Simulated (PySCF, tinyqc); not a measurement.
Worked calculation: RHF in the 3-21g basis, for H3-, spin multiplicity 1. The basis has no diffuse functions, so it cannot describe the extra electron: this is an exercise in the method, not the real anion. The lowest restricted solution is unstable here: a spin-polarised one lies 0.0880 hartree lower (PySCF). One step of it, computed by the program tinyqc.

Problem. Iteration 4: diagonalisation and new density. A level shift of 0.5 hartree raises the virtual space: F + shift (S - S D(s) S), with D(s) the density of one spin (D/2). Diagonalise F' = X^T F X, C = X C', fill 2 alpha and 2 beta electrons from the bottom; D = 2 C_occ C_occ^T. Each column has its largest component positive (the first on a tie).

Fock matrix F (hartree), order 1H 1s, 1H 2s, 2H 1s, 2H 2s, 3H 1s, 3H 2s:
```
[[0.635151, -0.164490, -0.080451, -0.113088, -0.193475, -0.199873],
 [-0.164490, 0.001662, -0.113088, -0.083536, -0.226603, -0.170344],
 [-0.080451, -0.113088, 0.635151, -0.164490, -0.193475, -0.199873],
 [-0.113088, -0.083536, -0.164490, 0.001662, -0.226603, -0.170344],
 [-0.193475, -0.226603, -0.193475, -0.226603, 0.553963, -0.182488],
 [-0.199873, -0.170344, -0.199873, -0.170344, -0.182488, -0.028910]]
```

X, order 1H 1s, 1H 2s, 2H 1s, 2H 2s, 3H 1s, 3H 2s:
```
[[0.422820, -0.732528, 0.787699, -0.330693, 0.572608, 0.187097],
 [-0.759144, 1.314535, -0.515571, -0.184231, 0.319087, 0.285861],
 [0.422820, 0.732528, 0.787699, -0.330693, -0.572608, 0.187097],
 [-0.759144, -1.314535, -0.515571, -0.184231, -0.319087, 0.285861],
 [-0.845772, 0.000000, 0.787663, 0.661326, 0.000000, 0.187137],
 [1.518272, 0.000000, -0.515527, 0.368355, 0.000000, 0.285903]]
```

D after iteration 3, order 1H 1s, 1H 2s, 2H 1s, 2H 2s, 3H 1s, 3H 2s:
```
[[0.101481, 0.381262, -0.014337, -0.224146, 0.057903, 0.108150],
 [0.381262, 1.723937, -0.224146, -1.440667, 0.104394, 0.194987],
 [-0.014337, -0.224146, 0.101481, 0.381262, 0.057903, 0.108150],
 [-0.224146, -1.440667, 0.381262, 1.723937, 0.104394, 0.194987],
 [0.057903, 0.104394, 0.057903, 0.104394, 0.076945, 0.143718],
 [0.108150, 0.194987, 0.108150, 0.194987, 0.143718, 0.268436]]
```

overlap S, order 1H 1s, 1H 2s, 2H 1s, 2H 2s, 3H 1s, 3H 2s:
```
[[1.000000, 0.645899, 0.059790, 0.245000, 0.059889, 0.245145],
 [0.645899, 1.000000, 0.245000, 0.555808, 0.245145, 0.556008],
 [0.059790, 0.245000, 1.000000, 0.645899, 0.059889, 0.245145],
 [0.245000, 0.555808, 0.645899, 1.000000, 0.245145, 0.556008],
 [0.059889, 0.245145, 0.059889, 0.245145, 1.000000, 0.645899],
 [0.245145, 0.556008, 0.245145, 0.556008, 0.645899, 1.000000]]
```

Give: F' = X^T F X; orbital energies; coefficients C; D after iteration 4.

Solution.

F' = X^T F X (hartree):
```
[[1.725, 0.000, 0.059, -0.458, 0.000, -0.016],
 [0.000, 1.654, 0.000, 0.000, -0.787, 0.000],
 [0.059, 0.000, 2.111, -0.046, 0.000, 0.069],
 [-0.458, 0.000, -0.046, 1.118, 0.000, -0.112],
 [0.000, -0.787, 0.000, 0.000, 0.555, 0.000],
 [-0.016, 0.000, 0.069, -0.112, 0.000, -0.207]]
```

orbital energies (hartree): [-0.219, 0.145, 0.882, 1.939, 2.064, 2.146]

coefficients C, order 1H 1s, 1H 2s, 2H 1s, 2H 2s, 3H 1s, 3H 2s:
```
[[0.146, 0.169, -0.095, -0.173, -0.914, 0.940],
 [0.258, 0.891, -0.556, 0.331, 1.018, -0.688],
 [0.146, -0.169, -0.095, -0.173, 0.914, 0.940],
 [0.258, -0.891, -0.556, 0.331, -1.018, -0.688],
 [0.199, 0.000, 0.174, 1.282, 0.000, 0.307],
 [0.380, 0.000, 1.005, -1.278, 0.000, -0.014]]
```

D after iteration 4, order 1H 1s, 1H 2s, 2H 1s, 2H 2s, 3H 1s, 3H 2s:
```
[[0.100, 0.377, -0.014, -0.226, 0.058, 0.111],
 [0.377, 1.720, -0.226, -1.453, 0.103, 0.197],
 [-0.014, -0.226, 0.100, 0.377, 0.058, 0.111],
 [-0.226, -1.453, 0.377, 1.720, 0.103, 0.197],
 [0.058, 0.103, 0.058, 0.103, 0.079, 0.151],
 [0.111, 0.197, 0.111, 0.197, 0.151, 0.289]]
```
